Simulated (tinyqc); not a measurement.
Inside a calculation. Method: one-electron ion in a basis of Gaussians. Computed by tinyqc, a small Python program that keeps every step. Settings: Z = 6, l = 1. Command: `OMP_NUM_THREADS=1 python tinyqc.py 28339 28340 out.jsonl` (the two numbers bound the seeds that draw the settings). One thread of a shared host (Intel(R) Xeon(R) Processor @ 2.60GHz), about 0.01 s of CPU time with the checks.

## Matrices over normalised Gaussians

exponents of r^l exp(-a r^2) (1/bohr^2): [0.382700, 1.773000]

Z = 6

l = 1

With p = a_i + a_j and I(k) = Gamma((k+1)/2) / (2 p^((k+1)/2)): S = I(2l+2), T = (2l+3) a_i a_j S / p, V = -Z I(2l+1), each divided by sqrt(S_ii S_jj).

S:
$$\begin{pmatrix}
1.000000 & 0.510579 \\
0.510579 & 1.000000
\end{pmatrix}$$

T (hartree):
$$\begin{pmatrix}
0.956750 & 0.803548 \\
0.803548 & 4.432500
\end{pmatrix}$$

V (hartree):
$$\begin{pmatrix}
-3.948747 & -3.383548 \\
-3.383548 & -8.499325
\end{pmatrix}$$

## Generalised eigenproblem

H = T + V (hartree):
$$\begin{pmatrix}
-2.991997 & -2.580000 \\
-2.580000 & -4.066825
\end{pmatrix}$$

Solve H C = S C e through S^(-1/2); each column has its largest component positive (the first on a tie).

eigenvalues of S: [0.489421, 1.510579]

eigenvalues (hartree): [-4.216043, -1.768239]

coefficients:
$$\begin{pmatrix}
0.287151 & 1.127013 \\
0.822428 & -0.822331
\end{pmatrix}$$

For Z = 6 and l = 1 the exact lowest level is -Z^2/(2 n^2) with n = l + 1: -4.500000 hartree.
